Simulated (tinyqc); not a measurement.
What moves the results: quantum well in an electric field by finite differences. A value that a table varies takes the place of the one given here.

Finite differences on points z_i at the centres of cells of width h: H_ii = (c/h^2)(1/m_(i-1/2) + 1/m_(i+1/2)) + V_i, H_(i,i+1) = -(c/h^2)/m_(i+1/2), where m_(i+1/2) is the mean of the masses at the two points (the end values are repeated outwards), psi = 0 on the points beyond both ends, c = hbar^2/2m0. The field adds e F (z - z0) with z0 the middle of the structure; 1 kV/cm = 1e-5 eV/angstrom.

Constants: hbar^2/2m0 = 3.80998211 eV angstrom^2.

Values chosen for the exercise (near those of an InGaAs well in InP; the results hold for these values, not for the real material):
- layers = ((99, 0.236, 0.0836), (132, 0, 0.0403), (99, 0.236, 0.0836)) (each layer: thickness in angstrom, band edge in eV, mass in m0)
- hf = 2.0625 angstrom (cell width of the fine grid)
- Fs = (0, 6.67, 13.3, 20, 26.7, 33.3, 40) kV/cm (fields)
- F = 32 kV/cm (field along z)
- Lw = 132 angstrom (well width)
- Lb = 99 angstrom (each outer barrier)
- V0 = 0.236 eV (barrier height)
- mw = 0.0403 m0 (mass in the well)
- mb = 0.0836 m0 (mass in the barriers)

## Stark shift

Fine grid. Perturbation theory: dE1 = e F z_11 - beta (e F)^2 with beta = sum_j z_1j^2/(E_j - E_1) over the 13 next levels at zero field, z from z0.

Levels against field:
```
F (kV/cm),E1 (eV),E2 (eV),dE1 (meV),second order (meV),<z - z0> (angstrom),E2 - E1 (meV)
0,0.0262,0.1070,0.00,0.00,0.0,80.8
6.67,0.0261,0.1070,-0.06,-0.06,-1.8,80.9
13.3,0.0260,0.1071,-0.24,-0.24,-3.7,81.1
20.0,0.0257,0.1071,-0.55,-0.55,-5.5,81.5
26.7,0.0252,0.1072,-0.98,-0.98,-7.3,82.0
33.3,0.0247,0.1073,-1.52,-1.53,-9.0,82.7
40.0,0.0240,0.1075,-2.18,-2.21,-10.7,83.4
```

z_11 = 0.00 angstrom
beta = 1.380e+04 angstrom^2/eV

At zero field the state is centred, so the shift starts as F^2; it turns linear only if the state is pulled to one side. At 40 kV/cm E1 has moved by -2.18 meV, where second order gives -2.21 meV; they differ by 1.4 % there. The electron moves by -10.7 angstrom, against the rise of the potential. E2 - E1 grows with the field; the ends are 80.8 and 83.4 meV.

## Order of mass and momentum

Fine grid. Hermitian kinetic operators m^a p m^b p m^a with 2a + b = -1: H_ii = (c/h^2) m_i^(2a) (m_(i-1/2)^b + m_(i+1/2)^b) + V_i, H_(i,i+1) = -(c/h^2) m_i^a m_(i+1)^a m_(i+1/2)^b; BenDaniel-Duke is a = 0. The halved form has H_ii = 2c/(h^2 m_i) + V_i and H_(i,i+1) = -(c/2h^2)(1/m_i + 1/m_(i+1)). The shifts are measured against BenDaniel-Duke; the last column repeats E1 with cells of hf/4.

Levels (eV):
```
operator,E1,E2,E1 - E1(BDD) (meV),E1 at hf/4
BenDaniel-Duke,0.0248,0.1073,0.0,0.0248
"(1/m) p^2 + p^2 (1/m), halved",0.0050,0.0561,-19.8,-0.8987
m^(-1/2) p^2 m^(-1/2),0.0348,0.1323,10.0,0.0348
m^(-1/4) p m^(-1/2) p m^(-1/4),0.0299,0.1195,5.1,0.0300
"one mass, the smallest",0.0300,0.1196,5.2,0.0300
```

The three forms m^a p m^b p m^a span 10.0 meV in E1, 12 % of E2 - E1; they differ only at the mass steps (largest to smallest mass 2.07), where m^a psi is the continuous quantity. Dropping the mass step altogether moves E1 by +5.2 meV. Refining the grid moves the halved form by -903.7 meV, against at most 0.05 meV for the other three: at an abrupt step it has no limit as the grid is refined.

## What each parameter does

Three layers: barrier, well, barrier; fine grid. The Stark shift is E1(F) - E1(0). Each row changes one parameter from the base and keeps the others.

Results:
```
case,E1 (eV),E2 - E1 (meV),Stark shift (meV),<z - z0> (angstrom)
base,0.0248,82.5,-1.40,-8.68
Lw = 165 angstrom,0.0163,61.5,-2.68,-16.37
Lb = 132 angstrom,0.0248,82.5,-1.40,-8.68
V0 = 0.283 eV,0.0263,86.5,-1.27,-7.89
mw = 0.0463 m0,0.0231,76.1,-1.45,-8.96
mb = 0.0669 m0,0.0264,84.6,-1.34,-8.32
F = 48 kV/cm,0.0231,84.6,-3.12,-12.75
```

The largest shifts from the base row, up to three for each result and ties (the steps differ in size, so this ranks the rows, not the parameters). E1 (eV): Lw -0.0086, F -0.0017, mw -0.0017; unchanged at the printed digits by Lb. E2 - E1 (meV): Lw -21.1, mw -6.4, V0 +4.0; unchanged at the printed digits by Lb. Stark shift (meV): F -1.72, Lw -1.28, V0 +0.13; unchanged at the printed digits by Lb. <z - z0> (angstrom): Lw -7.69, F -4.08, V0 +0.79; unchanged at the printed digits by Lb.

Computed by tinyqc, a small Python program: `OMP_NUM_THREADS=1 python tinyqc.py 1280860 1280861 out.jsonl` (the numbers bound the seed that draws the inputs); one thread of a shared host (Intel(R) Xeon(R) Processor @ 2.30GHz), about 0.03 s for the whole set of steps.
